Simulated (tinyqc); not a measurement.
Worked calculation: Pariser-Parr-Pople SCF with singles CI, for the molecule O=C1C=CC(=O)C(O)=C1 (SMILES; centres numbered as the heavy atoms are written). One step of it, computed by the program tinyqc.

Task: Singles CI, triplets. Over the 6 single excitations with the smallest orbital gaps: A = (e_a - e_i) delta - (ij|ab), with (pq|rs) = sum c_mp c_mq gamma_mn c_nr c_ns.

orbital energies (eV): -15.476517  -13.909995  -13.398887  -10.946137  -10.189161  -4.545309  -1.219960  -0.463392  1.775904

coefficients:
```
         MO1        MO2        MO3        MO4        MO5        MO6        MO7        MO8
1O  0.153078  -0.427330  -0.397400  -0.295659  -0.487173  -0.430817  -0.004571  -0.305652
2C  0.238345  -0.442102  -0.346629  -0.078665  -0.013220   0.329060   0.016890   0.556986
3C  0.188496  -0.344679  -0.046675   0.554311   0.023778   0.339305  -0.496440  -0.189647
4C  0.227258  -0.250113   0.199169   0.573246   0.037504  -0.285127   0.507327  -0.224705
5C  0.391406  -0.114648   0.453385  -0.045505   0.012868  -0.384728  -0.047853   0.565310
6O  0.280568  -0.117552   0.588905  -0.354854  -0.344811   0.452938   0.029741  -0.295221
7C  0.485043   0.168586  -0.044905  -0.174652   0.413266  -0.280315  -0.490879  -0.249940
8O  0.534456   0.607432  -0.302940   0.200317  -0.383097   0.153302   0.168323   0.069457
9C  0.282408  -0.127346  -0.184170  -0.268148   0.569125   0.233334   0.472643  -0.189369

          MO9
1O  -0.179528
2C   0.449915
3C  -0.371639
4C   0.356288
5C  -0.394945
6O   0.150482
7C   0.388581
8O  -0.100304
9C  -0.400759
```

repulsion gamma_rs (eV):
```
           1O         2C         3C         4C         5C         6O         7C         8O
1O  15.200000   5.774607   4.092828   3.001119   2.720364   2.199209   3.001403   2.555666
2C   5.774607  11.130000   5.345805   3.871936   3.517743   2.719864   3.872322   3.139414
3C   4.092828   5.345805  11.130000   5.343940   3.872322   3.000781   3.517329   2.833002
4C   3.001119   3.871936   5.343940  11.130000   5.346751   4.092411   3.872498   3.139649
5C   2.720364   3.517743   3.872322   5.346751  11.130000   5.772353   5.345805   4.353635
6O   2.199209   2.719864   3.000781   4.092411   5.772353  15.200000   4.091980   4.016925
7C   3.001403   3.872322   3.517329   3.872498   5.345805   4.091980  11.130000   6.308233
8O   2.555666   3.139414   2.833002   3.139649   4.353635   4.016925   6.308233  21.500000
9C   4.092411   5.345394   3.872260   3.517436   3.872695   3.001119   5.345872   4.353712

           9C
1O   4.092411
2C   5.345394
3C   3.872260
4C   3.517436
5C   3.872695
6O   3.001119
7C   5.345872
8O   4.353712
9C  11.130000
```

Give: triplet CI matrix; triplet excitation energies.

Result:

triplet CI matrix (eV):
```
         5>6      4>6      3>6      5>7      2>6      5>8
5>6   0.7982  -0.3700   0.1197  -0.7468  -0.3811  -0.2990
4>6  -0.3700   1.4893   0.1482   0.3715  -0.0692  -0.0150
3>6   0.1197   0.1482   3.4994   0.0694  -0.1674  -0.8398
5>7  -0.7468   0.3715   0.0694   4.1367   0.2255  -0.0472
2>6  -0.3811  -0.0692  -0.1674   0.2255   4.6532  -0.3784
5>8  -0.2990  -0.0150  -0.8398  -0.0472  -0.3784   5.0842
```

triplet excitation energies (eV): 0.4936  1.5036  3.0745  4.2230  4.8097  5.5567
